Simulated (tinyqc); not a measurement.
What each parameter does: five-level k.p model folded onto the conduction band.

Second-order sums for the lowest conduction level at E: 1/m = 1 + Cm + (Ep/3)(2/E + 1/(E + Dso)) - (Ep2/3)(2/(E7 + D2 - E) + 1/(E7 - E)); g/2 = 1 + Cg - (Ep/3)(1/E - 1/(E + Dso)) - (Ep2/3)(1/(E7 - E) - 1/(E7 + D2 - E)). E is counted from the top of the valence band; E = Eg at the edge.

Parameters, chosen for this exercise (near those of ZnSe; not measured data):

| symbol | value | unit | meaning |
|---|---|---|---|
| Eg | 2.958 | eV | gap at Gamma to the s-like level |
| Dso | 0.408 | eV | spin-orbit splitting |
| Ep | 24.5 | eV | Kane energy |
| E7 | 7.26 | eV | upper Gamma7 conduction level, from the valence top |
| D2 | 0.09 | eV | its spin-orbit splitting, Gamma8 above Gamma7 |
| Ep2 | 1.8 | eV | Kane energy to the upper levels |
| Cm | -2 |  | remote term in 1/m |
| Cg | -0.02 |  | remote term in g/2 |

Mass and g at E = Eg.

One parameter was then changed.

Results before and after:

| case | m (m0) | g |
|---|---|---|
| base | 0.15302 | 1.2850 |
| changed | 0.13496 | 1.1396 |

Which of these changes was made? (a) Ep = 26.95 eV; (b) E7 = 6.534 eV; (c) Eg = 2.662 eV; (d) Ep2 = 1.98 eV; (e) D2 = 0.099 eV; (f) Dso = 0.449 eV.

Answer: (c) Eg = 2.662 eV. Of the candidates, run in turn, only this one gives the changed row.

All candidates:

| case | m (m0) | g |
|---|---|---|
| base | 0.15302 | 1.2850 |
| Eg = 2.662 eV | 0.13496 | 1.1396 |
| Dso = 0.449 eV | 0.15370 | 1.2266 |
| Ep = 26.95 eV | 0.13642 | 1.2181 |
| E7 = 6.534 eV | 0.15497 | 1.2825 |
| D2 = 0.099 eV | 0.15300 | 1.2844 |
| Ep2 = 1.98 eV | 0.15399 | 1.2844 |

(tinyqc, `OMP_NUM_THREADS=1 python tinyqc.py 1081081 1081082 out.jsonl`, Intel(R) Xeon(R) Processor @ 2.30GHz, 1 thread, shared host, about 0.01 s.)
